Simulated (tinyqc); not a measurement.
Quasi-harmonic thermal expansion with mode Grueneisen parameters: one step, computed by the program tinyqc. Command: `OMP_NUM_THREADS=1 python tinyqc.py 3008068 3008069 out.jsonl qha walk`. One thread of a shared host (Intel(R) Xeon(R) Processor @ 2.30GHz), about 0.02 s of CPU time with the checks.

A crystal with two atoms a cell; per atom there are 1 transverse acoustic (TA), 1/2 longitudinal acoustic (LA) and 3/2 optical (O) modes. Every frequency of group i scales as nu_i (V/V0)^(-gamma_i). The acoustic groups have Debye spectra, density 3 nu^2/nu_i^3 up to nu_i (40 Gauss-Legendre points); the optical group has one frequency. Static energy: E = (9 V0 B0/16) [y^3 B' + y^2 (2 - 4 y)], y = (V0/V)^(2/3) - 1, with pressure P_s = (3 B0/2) (z^7 - z^5) [1 + (3/4)(B' - 4)(z^2 - 1)], z = (V0/V)^(1/3).

Question. Mode groups at the static volume. For a mode with x = h nu/(k_B T), n = 1/(exp(x) - 1): U = h nu (n + 1/2), C/k_B = x^2 n (n + 1); U_i and C_i sum these over group i with its weight per atom. Phonon pressure P_ph = sum_i gamma_i U_i/V.

Inputs (values chosen for the exercise, modelled on zinc selenide):
```
quantity                       value             unit
static volume V0                22.8  angstrom^3/atom
frequency nu_TA                 1.92              THz
frequency nu_LA                 5.17              THz
frequency nu_O                  6.48              THz
Grueneisen parameter gamma_TA   -1.3                -
Grueneisen parameter gamma_LA   0.97                -
Grueneisen parameter gamma_O     1.5                -
temperature T                    120                K
```

Acoustic groups: Debye.

Constants: h x 1 THz = 4.135667696 meV; k_B = 8.617333262e-05 eV/K; 1 eV/angstrom^3 = 160.2176634 GPa.

Give: Groups; phonon pressure at V0.

Answer.

Groups:
```
group  h nu_i/(k_B T)  U_i (meV)  C_i (k_B)  gamma_i C_i (k_B)
TA             0.7679      10.64     0.9711             -1.262
LA              2.068      6.223     0.4075             0.3953
O               2.592      23.35     0.8817              1.323
```

phonon pressure at V0 = 0.1914 GPa
